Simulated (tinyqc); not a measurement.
# Hydrogenic impurity: series, fields, screening, photoionisation and donor-acceptor pairs, step by step

A worked calculation. Computed by tinyqc, a small Python program that keeps every step. Command: `OMP_NUM_THREADS=1 python tinyqc.py 3023316 3023317 out.jsonl hydrogenic walk`. One thread of a shared host (Intel(R) Xeon(R) Processor @ 2.30GHz), about 0.01 s of CPU time with the checks. Intermediate numbers are printed to about 6 digits and carried at full precision; extremes and crossings named in words are read from the listed rows.

One isotropic, parabolic band. Effective units: Ry* and a*, in which H = -nabla^2 - 2/r.

Inputs (values chosen for the exercise, for a model semiconductor):
```
quantity                             value   unit
electron mass m                      0.432    m_0
dielectric constant eps               6.88      -
donor density N                    1.6e+19  cm^-3
magnetic field B                      1100      T
depth of a short-range centre E_i     1280    meV
```

Parts treated: magnetic field and photoionisation.

Constants: Ry = 13.605693123 eV; a_0 = 0.529177210903 angstrom; h x 1 THz = 4.135667696 meV; mu_B = 5.7883818060e-05 eV/T.

## Effective units and the series

Ry* = Ry m/eps^2, a* = a_0 eps/m; level n is bound by Ry*/n^2; <r> = (3/2) a* in 1s; lines 1s -> np at Ry* (1 - 1/n^2); 1 THz = 4.135667696 meV.

Ry* = 124.173 meV

a* = 8.42764 angstrom

<r> of 1s = 12.6415 angstrom

Series:
```
n  binding (meV)  line from 1s (meV)  line (THz)
2        31.0433              93.130     22.5187
3        13.7970             110.376     26.6888
4         7.7608             116.412     28.1484
5         4.9669             119.206     28.8239
```

Caution: the Bohr radius is only a few bond lengths, so central-cell terms and band anisotropy matter.

## Overlap of donors

Wigner-Seitz radius r_s = (3/(4 pi N))^(1/3); Mott criterion N_c^(1/3) a* = 0.26; overlap of two 1s orbitals at distance d: S = exp(-x)(1 + x + x^2/3), x = d/a*, with d = N^(-1/3).

r_s = 24.6186 angstrom

Mott density = 2.93631e+19 cm^-3

N over the Mott density = 0.544901

overlap S = 0.118093

The sample is on the insulating side, but close enough for an impurity band.

## Donor in a magnetic field

gamma = hbar omega_c/(2 Ry*) = mu_B B/(m Ry*). For m_z = 0, H = -nabla^2 - 2/r + gamma^2 rho^2/4, and the band edge moves to gamma Ry*. Basis: exp(-al rho^2 - be z^2), al_k = 0.02 x 2.4^k + gamma/4 x c with k = 0..11, be_k = 0.02 x 2.4^k and c = 0, 0.5, 1 (36 functions). With A = al_i + al_j, B = be_i + be_j (not the field) and the common factor pi^(3/2) dropped: S = 1/(A sqrt(B)), kinetic S (4 al_i al_j/A + 2 be_i be_j/B), <rho^2> = S/A, <1/r> = (2/sqrt(pi)) atanh(u)/(A u), u = sqrt(1 - B/A), which is (2/sqrt(pi))/A when A = B; overlap eigenvalues below 1e-11 are dropped. Binding = (gamma - E) Ry*; the spin term shifts level and edge alike.

gamma = 1.18697

hbar omega_c = 294.779 meV

magnetic length a*/sqrt(gamma) = 7.73547 angstrom

ground level = -69.3452 meV

binding energy in the field = 216.735 meV

The field squeezes the orbit and raises the binding by a factor 1.745. Caution: the field is beyond non-destructive laboratory magnets (about 100 T).

## Weak-field and exact binding

Perturbation theory: E = -1 + gamma^2/2 - (53/96) gamma^4 Ry*.

Ground level (Ry*):
```
gamma    B (T)     basis  second order  fourth order  binding
0.12    111.21  -0.99290      -0.99280        -0.993  1.11290
0.30    278.02  -0.95837      -0.95500        -0.959  1.25837
0.50    463.37  -0.89441      -0.87500        -0.910  1.39441
0.59    546.77  -0.85906      -0.82595        -0.893  1.44906
0.70    648.71  -0.81144      -0.75500        -0.888  1.51144
1.00    926.73  -0.66233      -0.50000        -1.052  1.66233
1.20   1112.08  -0.55096      -0.28000        -1.425  1.75096
2.40   2224.16   0.23359       1.88000       -16.437  2.16641
4.70   4355.64   1.99623      10.04500      -259.354  2.70377
```

Second order stays within 1 % of the basis value up to gamma = 0.30 of those listed and fourth order up to 0.30; beyond, the truncated (asymptotic) series fails, while the binding keeps growing slowly, to 2.70 Ry* at gamma = 4.7. Rows above about 100 T are beyond laboratory magnets, and there polaron and band-shape effects enter.

## Photoionisation line shapes

With x = h nu/E above threshold, normalised to their maxima: hydrogenic 1s: x^-4 exp(4 - 4 atan(k)/k)/(1 - exp(-2 pi/k)), k = sqrt(x - 1), which is 1 at threshold; delta-function centre (Lucovsky): 8 (x - 1)^(3/2)/x^3, which is 1 at x = 2. Energies use E = Ry* and E = E_i; band-to-band absorption, which hides both above the gap, is left out.

Relative cross-sections:
```
x     h nu, hydrogenic (meV)   hydrogenic  h nu, short-range centre (meV)  Lucovsky
1.05                 130.382  8.77722e-01                            1344   0.07726
1.20                 149.008  6.12223e-01                            1536   0.41409
1.50                 186.260  3.31741e-01                            1920   0.83805
2                    248.346  1.47738e-01                            2560   1.00000
2.50                 310.433  7.78364e-02                            3200   0.94060
3.50                 434.606  2.90356e-02                            4480   0.73756
5                    620.866  9.97300e-03                            6400   0.51200
8                    993.385  2.36116e-03                           10240   0.28938
```

The Coulomb tail makes the hydrogenic cross-section largest at threshold, 124.17 meV; the short-range (neutral) centre starts from zero and peaks at twice its depth, 2560.0 meV.

Checks made by the program: weak-field limit -1 + gamma^2/2 (relative difference 8e-06).
